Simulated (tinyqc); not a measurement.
Biaxially strained (001) channel, valley splitting in an inversion layer: one step of the calculation.

A thin layer grown on a relaxed buffer is stretched in the plane. The two valleys with their long axis along the growth direction (D2) sink against the four in-plane ones (D4); confinement in a triangular well splits them too. Only the lowest subband of each set is kept; one relaxation time, so the weakening of intervalley scattering is left out.

Question. Fermi level by Newton steps. f = N2 ln(1 + exp((EF - E2)/Vt)) + N4 ln(1 + exp((EF - E4)/Vt)) - Ns, f' = [N2/(1 + exp((E2 - EF)/Vt)) + N4/(1 + exp((E4 - EF)/Vt))]/Vt, EF(new) = EF - f/f'.

Values chosen for this exercise: temperature T = 273 K; inversion density Ns = 1.6e12 cm^-2.

Constants: q = 1.602176634e-19 C, kB = 1.380649e-23 J/K, Vt = kB T/q. Results are converted to the units shown.

EF after iteration 1 = 0.17894511 eV
E2 = 0.19110218 eV
E4 = 0.50214591 eV
N2 = 3.6753976e12 cm^-2
N4 = 1.6045468e13 cm^-2

Find: f; f'; EF after iteration 2.

Answer.

f = 1.193e11 cm^-2
f' = 5.837e13 cm^-2/eV
EF after iteration 2 = 0.1769 eV

Computed by the program tinyqc: `OMP_NUM_THREADS=1 python tinyqc.py 2530026 2530027 out.jsonl`, one thread of a shared Intel Xeon 2.30GHz, about 0.01 s for the whole run.
